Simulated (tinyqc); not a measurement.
# Which input was changed?

Model: three-phonon processes in a diatomic chain: dispersion, energy and momentum conservation, and decay channels of optical phonons. Computed by tinyqc, a small Python program. Command: `OMP_NUM_THREADS=1 python tinyqc.py 3120730 3120731 out.jsonl threeph which`. One thread of a shared host (Intel(R) Xeon(R) Processor @ 2.30GHz), about 0.01 s of CPU time with the checks.

Cell length a, two atoms, one spring constant. x = q a/pi runs from -1 to 1; A and O are the acoustic and optical branches. Matrix elements are not computed: only conservation laws and occupation factors are followed.

Inputs (values chosen for the exercise, for a model chain): light mass m = 69.7 u; heavy mass M = 372 u; spring constant k = 8.1 eV/angstrom^2.

Constants: nu for 1 eV/(angstrom^2 u) = 15.6333042 THz.

Method. omega^2 = k (1/m + 1/M) -/+ k sqrt((1/m + 1/M)^2 - 4 sin^2(pi x/2)/(m M)); nu = 15.6333042 THz x sqrt(omega^2) for eV/(angstrom^2 u). Acoustic top sqrt(2 k/M), optical bottom sqrt(2 k/m), optical top sqrt(2 k (1/m + 1/M)).

Question. One of these inputs alone was changed, within the range given: light mass m (34.85 to 139.4); heavy mass M (186 to 744); spring constant k (4.05 to 16.2). Which one, and to what value?

Results:
```
run     optical top over twice the acoustic top  optical top (THz)
before                                 1.258686           8.212665
after                                  1.174667           8.329093
```

Answer.

Each candidate set to reproduce optical top over twice the acoustic top, and what it then gives:
```
candidate                          range searched  value needed  optical top (THz)
light mass m (u)                   34.85 to 139.4         82.31             7.6645
heavy mass M (u)                       186 to 744         315.0             8.3291
spring constant k (eV/angstrom^2)    4.05 to 16.2     no effect                  -
```

Only heavy mass M fits every result: it went from 372 to 315 u. The next best candidate, light mass m, misses one result by 8.0 %.
